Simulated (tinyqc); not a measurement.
Inside a calculation: five-level k.p model folded onto the conduction band. Values are carried at full precision from step to step, so a last printed digit may differ when a step is redone from the rounded ones.

Second-order sums for the lowest conduction level at E: 1/m = 1 + Cm + (Ep/3)(2/E + 1/(E + Dso)) - (Ep2/3)(2/(E7 + D2 - E) + 1/(E7 - E)); g/2 = 1 + Cg - (Ep/3)(1/E - 1/(E + Dso)) - (Ep2/3)(1/(E7 - E) - 1/(E7 + D2 - E)). E is counted from the top of the valence band; E = Eg at the edge.

Constants: hbar^2/2m0 = 3.80998211 eV angstrom^2.

Values chosen for the exercise (near those of CdTe; not measured data):
- Eg = 1.578 eV (gap at Gamma to the s-like level)
- Dso = 0.912 eV (spin-orbit splitting)
- Ep = 19.4 eV (Kane energy)
- E7 = 5.17 eV (upper Gamma7 conduction level, from the valence top)
- D2 = 0.27 eV (its spin-orbit splitting, Gamma8 above Gamma7)
- Ep2 = 1.6 eV (Kane energy to the upper levels)
- Cm = -1.3 (remote term in 1/m)
- Cg = 0 (remote term in g/2)
- k = 0.053 1/angstrom (wave vector along z)

## Mass and g factor term by term

Evaluate at E = Eg.

Terms:

| level | part of 1/m | part of g |
|---|---|---|
| free + remote | -0.3000 | 2.0000 |
| Gamma8 valence | 8.1960 | -8.1960 |
| Gamma7 valence | 2.5971 | 5.1941 |
| Gamma8 upper | -0.2762 | 0.2762 |
| Gamma7 upper | -0.1485 | -0.2970 |

m = 0.0993 m0
g = -1.023

The valence levels give 10.79 to 1/m and the upper levels take 0.42 away. In g the two valence terms nearly cancel when Dso is small against Eg; here Dso/Eg = 0.58 and they leave -3.002, the upper pair -0.021.

## The matrix at one k

For k along z and one spin sector the level c couples to four states. With c0 = hbar^2/2m0, P = sqrt(Ep c0), P2 = sqrt(Ep2 c0): diagonal Eg + (1 + Cm) c0 k^2 for c, and 0, -Dso, E7 + D2, E7 for lh, so, G8 up, G7 up (their own dispersion is left out); couplings of c: sqrt(2/3) P k to lh, sqrt(1/3) P k to so, sqrt(2/3) P2 k to G8 up, sqrt(1/3) P2 k to G7 up (phases chosen real).

Fill in the matrix.

H (eV):
```
             c       lh        so    G8 up    G7 up
c      1.57479  0.37204   0.26307  0.10684  0.07555
lh     0.37204        0         0        0        0
so     0.26307        0  -0.91200        0        0
G8 up  0.10684        0         0  5.44000        0
G7 up  0.07555        0         0        0  5.17000
```

## Exact folding onto c

Solve E = H_cc + S(E), S(E) = sum_j H_cj^2/(E - H_jj), from E = H_cc, by plain substitution and by Newton steps on E - H_cc - S(E). The weight of c in the state is Z = 1/(1 - dS/dE). The exact level is the third eigenvalue of H from below.

Iterates (eV):

| step | substitution | Newton |
|---|---|---|
| 0 | 1.57479 | 1.57479 |
| 1 | 1.68597 | 1.67887 |
| 2 | 1.67885 | 1.67925 |
| 3 | 1.67928 | 1.67925 |
| 4 | 1.67925 | 1.67925 |
| 5 | 1.67925 | 1.67925 |
| 6 | 1.67925 | 1.67925 |
| 7 | 1.67925 | 1.67925 |

exact level = 1.67925 eV
Z = 0.9428

Substitution multiplies the error by about dS/dE = 1 - 1/Z = -0.061 a step, so it alternates; after 7 steps it is off by 3.3e-10 eV, while Newton is within 1e-5 eV from step 2 on.

## Loewdin series

Expanding E = H_cc + S(E) about Eg in powers of k^2, with s_n = sum_j H_cj^2/(Eg - H_jj)^n: order k^2: e2 = (1 + Cm) c0 k^2 + s1; order k^4: e4 = -s2 e2; order k^6: e6 = s3 e2^2 + s2^2 e2.

Give each order and the partial sums, counted from Eg.

s1 (eV), s2 (no unit), s3 (1/eV); (1 + Cm) c0 k^2 is H_cc - Eg: 0.11097  0.06796  0.03939

e2, e4, e6 (eV): 0.10775  -0.00732  0.00095

partial sums (eV): 0.10775  0.10043  0.10139

The exact value is 0.10125 eV; the errors of the partial sums are +6.50, -0.82 and +0.13 meV.

## Checks

- Curvature of the exact level at small k against the sum for 1/m: both 10.068.

tinyqc: `OMP_NUM_THREADS=1 python tinyqc.py 1050208 1050209 out.jsonl`; about 0.01 s, one thread, shared Intel(R) Xeon(R) Processor @ 2.30GHz.
